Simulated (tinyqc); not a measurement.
Fermi-Dirac statistics of conduction electrons: one step. Reduced Fermi level by five rules. Five cases, with inputs chosen for the exercise.

Problem. Find eta = (EF - Ec)/kT by each rule.

F_j(eta) = (1/Gamma(j + 1)) integral_0^infinity x^j dx/(1 + exp(x - eta)), which tends to exp(eta) for eta << 0.

With u = n/Nc: Boltzmann eta = ln u; Joyce-Dixon eta = ln u + u/sqrt(8) - 4.95009e-3 u^2 + 1.48386e-4 u^3 - 4.42563e-6 u^4; Nilsson eta = ln u/(1 - u^2) + v/(1 + (0.24 + 1.08 v)^-2) with v = (3 sqrt(pi) u/4)^(2/3); fully degenerate limit eta = v; exact: F_1/2(eta) = u.

Give: eta.

Case 1.

u = n/Nc = 0.09902783

Solution.

eta: Boltzmann -2.312, Joyce-Dixon -2.277, Nilsson -2.280, degenerate 0.259, exact -2.277

Against the exact value the errors are Boltzmann -0.035, Joyce-Dixon 0.000, Nilsson -0.003, degenerate limit +2.536 (in kT).

Case 2.

u = n/Nc = 1.315789

Solution.

eta: Boltzmann 0.274, Joyce-Dixon 0.731, Nilsson 0.736, degenerate 1.452, exact 0.731

Against the exact value the errors are Boltzmann -0.457, Joyce-Dixon 0.000, Nilsson +0.005, degenerate limit +0.720 (in kT).

Case 3.

u = n/Nc = 10.94489

Solution.

eta: Boltzmann 2.393, Joyce-Dixon 5.801, Nilsson 5.809, degenerate 5.960, exact 5.815

Against the exact value the errors are Boltzmann -3.422, Joyce-Dixon -0.014, Nilsson -0.006, degenerate limit +0.145 (in kT).

Case 4.

u = n/Nc = 2.927169

Solution.

eta: Boltzmann 1.074, Joyce-Dixon 2.070, Nilsson 2.071, degenerate 2.474, exact 2.070

Against the exact value the errors are Boltzmann -0.996, Joyce-Dixon 0.000, Nilsson +0.001, degenerate limit +0.404 (in kT).

Case 5.

u = n/Nc = 1.597316

Solution.

eta: Boltzmann 0.468, Joyce-Dixon 1.021, Nilsson 1.026, degenerate 1.652, exact 1.021

Against the exact value the errors are Boltzmann -0.553, Joyce-Dixon 0.000, Nilsson +0.005, degenerate limit +0.631 (in kT).

Computed by tinyqc, one run a case: `OMP_NUM_THREADS=1 python tinyqc.py N N+1 out.jsonl` with N = 1681273, 1681422, 1681647, 1682140, 1682247; one thread of a shared Intel(R) Xeon(R) Processor @ 2.30GHz, about 0.01 s a run at most.
